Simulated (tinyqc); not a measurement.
# From half time back to multiplication constant delta

Model: kinetics of strain relaxation and threading dislocations in mismatched semiconductor layers. Computed by tinyqc, a small Python program. Command: `OMP_NUM_THREADS=1 python tinyqc.py 3014388 3014389 out.jsonl threading inv`. One thread of a shared host (Intel(R) Xeon(R) Processor @ 2.30GHz), about 0.02 s of CPU time with the checks.

60-degree dislocations on {111} planes of a (001) layer, isotropic elasticity. The Schmid factor is 1/sqrt(6), and a misfit segment relieves strain with b/2.

Inputs (values chosen for the exercise, modelled on GaAs on Si):
```
quantity                        value         unit
misfit f                       0.0391            -
shear modulus G                  49.7          GPa
Poisson ratio nu                 0.31            -
Burgers vector b                    4     angstrom
glide activation energy Q        1.39           eV
velocity prefactor v0           11000  m/s per MPa
layer thickness h                  14           nm
anneal temperature T              580            K
anneal time t                      46            s
initial thread density rho_0  1.2e+06       1/cm^2
```

Sources: multiplication.

Constants: k_B = 8.617333262e-05 eV/K.

Method:
- Excess resolved stress tau = (1/sqrt 6) [2 G (1 + nu)/(1 - nu)] (e - e_eq), e_eq = b (1 - nu/4) [ln(h/b) + 1]/(4 pi (1 + nu) h), the Matthews-Blakeslee strain of an uncapped layer; glide velocity v = v0 tau exp(-Q/(k_B T)), tau in MPa.
- Threads run in two directions, so de/dt = -(b/4) rho v, and they multiply as d rho/dt = delta rho v. With x = e - e_eq, x0 = f - e_eq (fully strained at t = 0) and v = m S x (m the mobility, S x = tau): rho = rho_0 + (4 delta/b)(x0 - x), so dx/dt = -k x (a - x), k = delta m S, a = x0 + b rho_0/(4 delta): a logistic law, x = a/[1 + (a/x0 - 1) exp(k a t)].
- The half time is that at which x = x0/2.

Question. A run gave the result below. Find the multiplication constant delta, known to lie between 16000 and 29000 1/m.

half time = 14.57338 s

Answer.

Each step takes the trial c = (a f_b - b f_a)/(f_b - f_a), f being the result less the target and a, b, c the logarithms of the listed values; c replaces end b, the old b replaces a if the sign of f changed, and otherwise f_a is halved.

Scan of the range:
```
multiplication constant delta (1/m)  half time (s)
16000                                      16.7646
17700                                      15.4096
19500                                      14.2091
21500                                      13.0902
23800                                      12.0159
26300                                      11.0432
29000                                      10.1655
```

False position (Illinois rule, in the logarithm of the input) inside the bracket:
```
step    end a    end b    trial  half time (s)
1     17700.0  19500.0  18935.3        14.5635
2     17700.0  18935.3  18905.9        14.5825
3     18935.3  18905.9  18920.0        14.5734
4     18905.9  18920.0  18920.0        14.5734
```

Half time falls at every point of a 13-point scan of the range (every second point is shown), so one value fits; it is bracketed by 17700 and 19500. Answer: multiplication constant delta = 18920 1/m.

Caution: at stresses above about 1 GPa the linear velocity law understates glide, as stress lowers the kink barrier. Caution: at such misfit the layer islands and relaxes during the first nanometres, so a uniform strained start is an idealisation.
